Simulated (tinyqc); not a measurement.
The integration grid: Kohn-Sham PBE on finer and finer grids in the sto-3g basis, for H3+, spin multiplicity 1. Computed by the program tinyqc with PySCF. 

Geometry (angstrom):
```
atom       x       y       z
H     0.0000  0.0000  0.0000
H     0.0000  0.0000  1.0230
H     0.0000  0.8860  0.5110
```

Self-consistent on each grid; the net force on the molecule should vanish.

Kohn-Sham energy on Becke grids (radial x angular points per atom):
```
grid       points  residual of the electron count  E (hartree)  E - finest (mhartree)  largest net force without grid terms (hartree/bohr)
10 x 14       414                       -5.19e-03     -1.28962               -0.47142                                             3.03e-03
15 x 26      1160                       -1.90e-03     -1.28944               -0.29908                                             1.96e-03
20 x 50      2986                       -4.17e-04     -1.28897                0.17707                                             6.29e-05
30 x 86      7720                       -8.55e-05     -1.28912                0.02288                                             6.15e-05
50 x 194    29066                        1.15e-06     -1.28915               -0.00083                                             1.30e-07
75 x 302    67864                        9.68e-08     -1.28915              -3.71e-05                                             3.96e-08
120 x 590  212062                        2.56e-10     -1.28915                0.00000                                             1.10e-10
```

The energy is within 0.1 mhartree of the finest grid first at 30 x 86. The error has both signs, since quadrature is not variational. The electron count and the net force are cheap signs of a poor grid.
